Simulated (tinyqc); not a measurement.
Charge stability of a double quantum dot, constant-interaction model with a charge sensor: one step of the calculation.

Capacitance matrix C = [[C1, -Cm], [-Cm, C2]], C1 = G1 + X1 + Cm + L1, C2 = G2 + X2 + Cm + L2. Gate charges n1 = (G1 V1 + X1 V2)/q, n2 = (X2 V1 + G2 V2)/q. The state (N1, N2) has U = (1/2) d^T E d with d = (N1 - n1, N2 - n2) and E = q^2 C^(-1). Leads at 0 V; no tunnel coupling, spin or level spacing. The sensor reads s1 <N1> + s2 <N2>.

Task. Charging energies and lever arms. E = q^2 C^(-1) holds EC1, EC2 on the diagonal and ECm off it; the lever arms are A = C^(-1) [[G1, X1], [X2, G2]] (row: dot, column: gate).

Values chosen for this exercise:

| symbol | value | unit | meaning |
|---|---|---|---|
| G1 | 2.9 | aF | gate 1 to dot 1 |
| G2 | 3 | aF | gate 2 to dot 2 |
| X1 | 0.54 | aF | gate 2 to dot 1 |
| X2 | 0.91 | aF | gate 1 to dot 2 |
| Cm | 2.7 | aF | between the dots |
| L1 | 12 | aF | dot 1 to leads and ground |
| L2 | 17 | aF | dot 2 to leads and ground |
| V1 | 50.3 | mV | voltage of gate 1 |
| V2 | 72.2 | mV | voltage of gate 2 |

Constants: q = 1.602176634e-19 C. Results are converted to the units shown.

Give: C; E; lever arms; gate charges.

Result.

C (aF):
```
,1,2
1,18.14,-2.7
2,-2.7,23.61
```

E (meV):
```
,1,2
1,8.9852,1.0275
2,1.0275,6.9035
```

lever arms (eV/V):
```
,1,2
1,0.16847,0.04952
2,0.05781,0.13273
```

gate charges: n1 1.1538, n2 1.6376

ECm is 13.0 % of the geometric mean of EC1 and EC2.

Numbers from tinyqc (`OMP_NUM_THREADS=1 python tinyqc.py 2470133 2470134 out.jsonl`; about 0.01 s on one thread of a shared Intel Xeon 2.30GHz).
